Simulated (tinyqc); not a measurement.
Inside a calculation. Model: square-lattice Ising model by mean field, Bethe lattice, transfer matrix, exact enumeration and Monte Carlo steps. Computed by tinyqc, a small Python program that keeps every step. Command: `OMP_NUM_THREADS=1 python tinyqc.py 3029631 3029632 out.jsonl ising walk`. One thread of a shared host (Intel(R) Xeon(R) Processor @ 2.30GHz), about 0.01 s of CPU time with the checks. Intermediate numbers are printed to about 6 digits and carried at full precision; extremes and crossings named in words are read from the listed rows.

H = -J sum over nearest pairs s_i s_j, s = +-1, no field, periodic boundaries; energies per site are in J. As a lattice gas or an alloy, s marks which species holds the site.

Inputs (values chosen for the exercise, for a model lattice):

| quantity | value | unit |
|---|---|---|
| coupling J | 59.6 | meV |
| temperature T | 1150 | K |
| strip width w | 2 | - |
| factor on the grid 1.5, 1.85, 2.1, 2.45, 2.65, 3.1, 3.6, 4.4 of k_B T/J | 1.06 | - |

Enumerated cell: 3 x 3. Monte Carlo rule: Metropolis.

Constants: k_B = 8.617333262e-05 eV/K.

## Reduced coupling

K = J/(k_B T). Onsager: k_B T_c/J = 2/ln(1 + sqrt 2); mean field: 4; Bethe lattice with z = 4: 2/ln 2.

K = 0.601417

critical temperatures (K): exact 1569.44, Bethe 1995.62, mean field 2766.52

T lies below all three.

## Three theories of the infinite lattice

K = J/(k_B T). Mean field: m = tanh(4 K m), u = -2 m^2. Bethe: cavity field h = 3 artanh(tanh K tanh h), m = tanh(4h/3), u = -2 (tanh K + tanh^2 h)/(1 + tanh K tanh^2 h). Exact: m = [1 - sinh(2K)^(-4)]^(1/8) below T_c; u = -coth(2K) [1 + (2/pi)(2 tanh^2(2K) - 1) K1(k)], k = 2 sinh(2K)/cosh^2(2K), K1 the complete elliptic integral of the first kind. The largest root is taken.

m, mean field = 0.982447

u, mean field = -1.93041

cavity field h = 1.64578

m, Bethe = 0.975472

u, Bethe = -1.91270

m, exact = 0.974000

u, exact = -1.91031

Against the exact energy mean field misses by -0.020 J and Bethe by -0.002 J.

## Transfer matrix

Strip of w sites, periodic across (for w = 2 the pair is joined by two bonds): T(s, s') = exp(K [sum_i s_i s'_i + (r(s) + r(s'))/2]), r(s) = sum_i s_i s_(i+1).

T:
```
         ++      +-      -+       --
++  11.0858  1.0000  1.0000   1.0000
+-   1.0000  1.0000  0.0902   1.0000
-+   1.0000  0.0902  1.0000   1.0000
--   1.0000  1.0000  1.0000  11.0858
```

## Free energy and correlation length of the strip

With the eigenvalues l1 > l2: -f/(k_B T) = ln(l1)/w per site; xi = 1/ln(l1/l2) rows.

three largest eigenvalues: 12.4383  10.0858  0.9098

-f/(k_B T) = 1.26039

correlation length xi = 4.76985

xi/w = 2.385; for wide strips at T_c this ratio tends to 4/pi = 1.273, and T lies below T_c, where xi grows exponentially with w.

## Exact averages on the small cell

States of the 3 x 3 cell:

| E (J) | \|M\| | count |
|---|---|---|
| -18 | 9 | 2 |
| -10 | 7 | 18 |
| -6 | 3 | 12 |
| -6 | 5 | 36 |
| -2 | 1 | 90 |
| -2 | 3 | 72 |
| -2 | 5 | 36 |
| 2 | 1 | 72 |
| 2 | 3 | 72 |
| 6 | 1 | 90 |
| 6 | 3 | 12 |

Weights count x exp(-K E); N = 9; u = <E>/N, c = K^2 (<E^2> - <E>^2)/N in k_B, Binder U = 1 - <M^4>/(3 <M^2>^2).

ln Z / N = 1.29022

u, cell = -1.90776

heat capacity c, cell = 0.305040

<|m|>, cell = 0.972485

Binder cumulant U = 0.658406

The cell energy lies +0.003 J from the infinite lattice: deep in the ordered phase the correlation length is short and the cell is nearly exact.

## The methods across T_c

The grid values of k_B T/J times the given factor are rounded to 3 figures before use.

Order and energy:

| k_B T/J | T (K) | m mean field | m Bethe | m exact | <\|m\|> cell | u Bethe | u exact | u cell | U cell |
|---|---|---|---|---|---|---|---|---|---|
| 1.59 | 1099.69 | 0.986092 | 0.981246 | 0.980417 | 0.978934 | -1.93222 | -1.93083 | -1.92824 | 0.660475 |
| 1.96 | 1355.59 | 0.961217 | 0.936350 | 0.923433 | 0.932930 | -1.79031 | -1.77310 | -1.78802 | 0.644695 |
| 2.23 | 1542.33 | 0.931715 | 0.866872 | 0.733124 | 0.879800 | -1.60211 | -1.50020 | -1.63568 | 0.623840 |
| 2.60 | 1798.24 | 0.872065 | 0.658467 | 0.000000 | 0.792780 | -1.17690 | -1.02829 | -1.39710 | 0.583282 |
| 2.81 | 1943.48 | 0.826224 | 0.368691 | 0.000000 | 0.743219 | -0.82021 | -0.90302 | -1.26517 | 0.556016 |
| 3.29 | 2275.46 | 0.676277 | 0.000000 | 0.000000 | 0.644208 | -0.58985 | -0.71715 | -1.00748 | 0.490082 |
| 3.82 | 2642.02 | 0.360758 | 0.000000 | 0.000000 | 0.563510 | -0.51192 | -0.59005 | -0.80142 | 0.422093 |
| 4.66 | 3222.99 | 0.000000 | 0.000000 | 0.000000 | 0.482298 | -0.42272 | -0.46440 | -0.59515 | 0.337650 |

At k_B T/J = 1.59 all values of m agree within 0.008. At 2.6 the exact m is 0 while Bethe gives 0.66, mean field 0.87 and the cell 0.79: neglect of fluctuations raises T_c, and a finite cell rounds the transition. U falls from 0.660 (2/3 when ordered) to 0.338 (0 for a large disordered system).

## Metropolis steps

start configuration, 5 x 5, rows and columns numbered from 1:
```
    1  2   3   4   5
1   1  1   1  -1  -1
2  -1  1   1   1   1
3   1  1   1   1  -1
4  -1  1  -1   1   1
5   1  1  -1   1   1
```

Random draws:

| step | row | column | u |
|---|---|---|---|
| 1 | 5 | 1 | 0.8201 |
| 2 | 5 | 1 | 0.5590 |
| 3 | 5 | 5 | 0.4941 |
| 4 | 5 | 2 | 0.4326 |
| 5 | 4 | 4 | 0.4197 |
| 6 | 1 | 5 | 0.4949 |
| 7 | 1 | 2 | 0.4541 |
| 8 | 2 | 4 | 0.8042 |
| 9 | 5 | 2 | 0.6273 |
| 10 | 3 | 1 | 0.7876 |
| 11 | 5 | 2 | 0.3520 |
| 12 | 2 | 1 | 0.4354 |
| 13 | 2 | 5 | 0.1789 |
| 14 | 2 | 5 | 0.7964 |

h is the sum of the four neighbours. dE = 2 J s h; flip if u < p = min(1, exp(-2 K s h)).

Steps:

| step | s before | h | p | s after |
|---|---|---|---|---|
| 1 | 1 | 2 | 0.09021 | 1 |
| 2 | 1 | 2 | 0.09021 | 1 |
| 3 | 1 | 2 | 0.09021 | 1 |
| 4 | 1 | 2 | 0.09021 | 1 |
| 5 | 1 | 2 | 0.09021 | 1 |
| 6 | -1 | 2 | 1.00000 | 1 |
| 7 | 1 | 4 | 0.00814 | 1 |
| 8 | 1 | 2 | 0.09021 | 1 |
| 9 | 1 | 2 | 0.09021 | 1 |
| 10 | 1 | -2 | 1.00000 | -1 |
| 11 | 1 | 2 | 0.09021 | 1 |
| 12 | -1 | 2 | 1.00000 | 1 |
| 13 | 1 | 2 | 0.09021 | 1 |
| 14 | 1 | 2 | 0.09021 | 1 |

configuration after the steps:
```
    1  2   3   4   5
1   1  1   1  -1   1
2   1  1   1   1   1
3  -1  1   1   1  -1
4  -1  1  -1   1   1
5   1  1  -1   1   1
```

3 of the 14 steps changed a spin; the sum of spins went from 11 to 13.

Checks made by the program: ln Z of the cell against the trace of a power of the transfer matrix (relative difference below 1e-10).
